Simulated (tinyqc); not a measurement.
Precursor delivery and alloy composition in metal-organic vapour-phase epitaxy: one step, computed by the program tinyqc. Command: `OMP_NUM_THREADS=1 python tinyqc.py 3007067 3007068 out.jsonl movpe walk`. One thread of a shared host (Intel(R) Xeon(R) Processor @ 2.30GHz), about 0.01 s of CPU time with the checks.

Carrier gas leaves each bubbler saturated. Group-III species cross a boundary layer and react at the surface; element 2 can also desorb. The film is (1)_(1-x) (2)_x V with a zinc-blende cell.

Task: Transport to the surface. Partial pressure p_i = p F_i/(44615 x total flow in slm); density n_i = p_i/(k_B T), 1 torr = 133.322 Pa; D = D0 (T/273.15)^1.75 (760/p), h = D/delta, the same for both; k_s = prefactor x exp(-energy/(k_B T)); arrival J_i = n_i/(1/h + 1/k_s); in layers per second g_i = J_i a^2/2 (two group-III sites per a^2 on (001)). Temperatures in kelvin are T(C) + 273.15.

Inputs (values chosen for the exercise, close to those used for AlGaAs from TMAl and TMGa):
```
quantity                                   value      unit
source 1: bath temperature                    23         C
source 2: bath temperature                    -3         C
total flow                                   6.5       slm
reactor pressure p                            75      torr
diffusivity D0 at 273.15 K and 760 torr     0.32    cm^2/s
boundary layer delta                         1.3        cm
prefactor of the surface rate k_s        9.2e+13      cm/s
energy of k_s                               1.96        eV
lattice constant a                         5.655  angstrom
growth temperature T                         710         C
```

molar flows (micromol/min): F1 2.090658, F2 31.54122

Constants: k_B = 1.380649e-23 J/K; k_B = 8.617333262e-05 eV/K.

Give: densities; h; k_s; arrival rates.

Result:

densities (1/cm^3): n1 5.311e+12, n2 8.012e+13

h = 23.46 cm/s

k_s = 8251 cm/s

arrival rates (layers/s): g1 0.1987, g2 2.997

Growth is transport-limited. Caution: trimethylaluminium is largely a dimer in the vapour, which would double its metal flow; it is counted as a monomer here.
